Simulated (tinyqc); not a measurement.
## Circular transfer-length structure: resistance against gap

A disc contact of radius r0 and a very wide ring contact from r1 = r0 + sp outwards lie on a thin layer; the metal has no resistance and the sheet resistance under the contacts equals Rsh.

Transfer length Lt = sqrt(rc/Rsh). R = (Rsh/2 pi) [(Lt/r0) I0(r0/Lt)/I1(r0/Lt) + ln(r1/r0) + (Lt/r1) K0(r1/Lt)/K1(r1/Lt)] with modified Bessel functions; for r0 >> Lt both ratios tend to 1. The last column is Rsh (sp + 2 Lt)/(2 pi r0).

Inputs (values chosen for the exercise): sheet resistance of the semiconductor layer Rsh = 810 ohm/sq; specific contact resistivity rc = 5.4e-7 ohm cm^2; radius of the inner contact r0 = 3.8 um.

Result of one run:
```
sp (um),R (ohm),large-radius form (ohm),linear form (ohm)
3.6,99.41,99.18,139.6
```

What becomes of these results when the gap between the contacts sp is changed from 3.6 to 0.4 um, all else the same?

Result of the changed run:
```
sp (um),R (ohm),large-radius form (ohm),linear form (ohm)
0.4,29.67,29.59,31.09
```

The whole series:
```
sp (um),R (ohm),large-radius form (ohm),linear form (ohm)
0.26,25.55,25.49,26.34
0.4,29.67,29.59,31.09
0.62,35.88,35.77,38.55
0.96,44.92,44.79,50.09
1.5,58.10,57.93,68.41
2.3,75.43,75.23,95.55
3.6,99.41,99.18,139.6
5.6,129.3,129.1,207.5
```

R rises from 25.6 to 129 ohm. The linear form is 3.1 % above it in the first row and 60 % above it in the last, where ln(1 + sp/r0) has bent well below sp/r0. A straight line through the end rows, read with the linear form, gives Rsh = 464 ohm/sq and Lt = 0.528 um, against 810 and 0.258.

Program tinyqc, `OMP_NUM_THREADS=1 python tinyqc.py 2760102 2760103 out.jsonl`; Intel Xeon 2.30GHz, shared host, one thread, about 0.01 s.
